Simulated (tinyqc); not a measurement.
Electron mobility in a silicon inversion layer, empirical terms and Matthiessen rule: one step of the calculation.

Inversion layer of sheet density Ns on a uniformly doped body, under a high-permittivity gate with an interlayer. The mobility terms are empirical power laws with prefactors chosen for the exercise; adding their inverses (Matthiessen) is itself an approximation.

Task. Depletion charge and effective field. ni = sqrt(Nc Nv) exp(-Eg/(2 Vt)), Eg in volts; Ndep = sqrt(2 eps0 eps_r Nb (2 Vt ln(Nb/ni) + Vsb)/q); E = q (Ndep + eta Ns)/(eps0 eps_r), in MV/cm.

Values chosen for this exercise; material values close to those of silicon: temperature T = 400 K; band gap Eg = 1.12 eV; relative permittivity of the semiconductor eps_r = 11.8; conduction-band density of states at T Nc = 4.39e19 cm^-3; valence-band density of states at T Nv = 4.03e19 cm^-3; body doping Nb = 8.5e17 cm^-3; reverse body bias Vsb = 0 V; weight of the inversion charge in the effective field eta = 0.5; inversion density Ns = 8e11 cm^-2.

Constants: q = 1.602176634e-19 C, kB = 1.380649e-23 J/K, Vt = kB T/q, eps0 = 8.8541878128e-14 F/cm where lengths are in cm. Results are converted to the units shown.

Wanted: ni; Ndep; E.

Result.

ni = 3.6999e12 cm^-3
Ndep = 3.0715e12 cm^-2
E = 0.53236 MV/cm

The depletion charge gives 88.5 % of the field.

Computed by the program tinyqc: `OMP_NUM_THREADS=1 python tinyqc.py 2510135 2510136 out.jsonl`, one thread of a shared Intel Xeon 2.30GHz, about 0.01 s for the whole run.
